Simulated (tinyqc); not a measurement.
Inside a calculation. Model: finite-size error of a charged defect in a periodic cell: Madelung and Makov-Payne terms. Computed by tinyqc, a small Python program that keeps every step. Command: `OMP_NUM_THREADS=1 python tinyqc.py 3029986 3029987 out.jsonl imagecharge walk`. One thread of a shared host (Intel(R) Xeon(R) Processor @ 2.30GHz), about 0.04 s of CPU time with the checks. Intermediate numbers are printed to about 7 digits and carried at full precision; extremes and crossings named in words are read from the listed rows.

L is the cube root of the cell volume. The defect charge is a Gaussian, rho(r) = q (2 pi sigma^2)^(-3/2) exp(-r^2/2 sigma^2), repeated periodically in a uniform neutralising background and screened by a continuum. The model cell energy is E(L) = E_0 + [periodic - isolated electrostatic energy].

Inputs (values chosen for the exercise, with screening close to that of InP):

| quantity | value | unit |
|---|---|---|
| charge q | 1 | e |
| cell length L | 10.4 | angstrom |
| dielectric constant eps | 12.2 | - |
| width sigma of the defect charge | 0.92 | angstrom |
| formation energy of the isolated defect E_0 | 5.038 | eV |

Supercell lattice: bcc. Screening: isotropic.

scatter added to the six cells, standing for numerical noise (meV): -1.9  0.83  2.7  4.2  -3.1  2.8

Constants: e^2/(4 pi eps_0) = 14.39964548 eV angstrom.

## The cell

Cell vectors: (-1,1,1), (1,-1,1), (1,1,-1), scaled to volume L^3.

cell vectors (rows) (angstrom):
```
           1          2          3
1  -6.551589   6.551589   6.551589
2   6.551589  -6.551589   6.551589
3   6.551589   6.551589  -6.551589
```

nearest image = 11.34769 angstrom

## Madelung energy

Ewald sum for a unit point charge: scale each Cartesian component of the cell by 1/sqrt(eps_i), giving R', G' and V'; E = [ (1/2) sum erfc(eta R')/R' + (2 pi/V') sum exp(-G'^2/4 eta^2)/G'^2 - eta/sqrt(pi) - pi/(2 V' eta^2) ] e^2/(4 pi eps_0) / sqrt(eps_x eps_y eps_z), over n_i = -6..6, omitting n = (0,0,0), eta = 2/V'^(1/3). alpha = -2 E eps_g L/(e^2/(4 pi eps_0)), eps_g = (eps_x eps_y eps_z)^(1/3).

terms for a unit charge (eV): real space 0.0009426, reciprocal 0.0077788, self -0.1280601, background -0.0445675

Madelung constant alpha = 2.888462

point-charge correction -q^2 E = 0.1639061 eV

## Energy of the smeared charge in the cell

Periodic energy of the Gaussian: (2 pi q^2/V) sum_(G != 0) exp(-sigma^2 G^2)/(G.eps.G) x e^2/(4 pi eps_0), n_i = -k..k with k = max(9, L/sigma rounded up). Isolated energy: q^2/(2 sqrt(pi) sigma) <1/(n.eps.n)> e^2/(4 pi eps_0), the mean over directions n, here 1/eps.

periodic energy = 0.2035829 eV

isolated energy = 0.3619089 eV

finite-size error = -0.1583260 eV

E(L) = 4.879674 eV

## Makov-Payne correction

Second radial moment Q = q <r^2> = 3 q sigma^2; E(corrected) = E(L) + q^2 alpha e^2/(4 pi eps_0)/(2 eps L) - 2 pi q Q e^2/(4 pi eps_0)/(3 eps L^3). Errors left are the corrected energies less E_0.

Q = 2.5392 e angstrom^2

third-order term = -0.005580171 eV

error left after the first term = 0.005580171 eV

error left after both terms = 0 eV

third-order over first-order term, in size = 0.03404492

The point-charge term alone overcorrects by 0.00558 eV, 3 % of itself; both terms together are exact to 1e-7 eV, since the clouds do not overlap.

## A series of cells

Cells of the same shape with L scaled by 0.7, 0.85, 1, 1.25, 1.5 and 2; the scatter is added to E(L). The point-charge correction scales as 1/L from its value at the input L.

Scaling data:

| L (angstrom) | 1/L (1/angstrom) | E(L) (eV) | E(L) + point-charge correction (eV) |
|---|---|---|---|
| 7.28 | 0.1373626 | 4.818217 | 5.052369 |
| 8.84 | 0.1131222 | 4.855086 | 5.047916 |
| 10.40 | 0.0961538 | 4.882374 | 5.046280 |
| 13.00 | 0.0769231 | 4.913932 | 5.045057 |
| 15.60 | 0.0641026 | 4.927283 | 5.036553 |
| 20.80 | 0.0480769 | 4.959544 | 5.041498 |

## Ways to reach the isolated limit

Least-squares fits of E(L) to a + b/L, a + c/L^3 or a + b/L + c/L^3; the estimate is a, and errors are against E_0.

Estimates of E_0:

| way | estimate (eV) | error (meV) |
|---|---|---|
| largest cell, uncorrected | 4.959544 | -78.45555 |
| largest cell, point-charge term | 5.041498 | 3.49752 |
| 1/L fit, three smallest | 5.031499 | -6.50104 |
| 1/L fit, all six | 5.031929 | -6.07060 |
| 1/L^3 fit, all six | 4.943446 | -94.55433 |
| 1/L and 1/L^3, three smallest | 5.050912 | 12.91162 |
| 1/L and 1/L^3, all six | 5.034699 | -3.30080 |
| corrected data, 1/L^3 fit | 5.040070 | 2.06974 |

coefficient b of the full fit = -1.609878 eV angstrom

Best here: corrected data, 1/L^3 fit (+2.1 meV); worst: 1/L^3 fit, all six (-95 meV). The fitted b is 94.4 % of the Madelung value -q^2 alpha e^2/(8 pi eps_0 eps_g). The three-term fit to three small cells has no spare point and magnifies the scatter.

Checks made by the program: the same sum with another eta (relative difference below 1e-10); both terms against the exact model when the clouds do not overlap (relative difference below 1e-10).
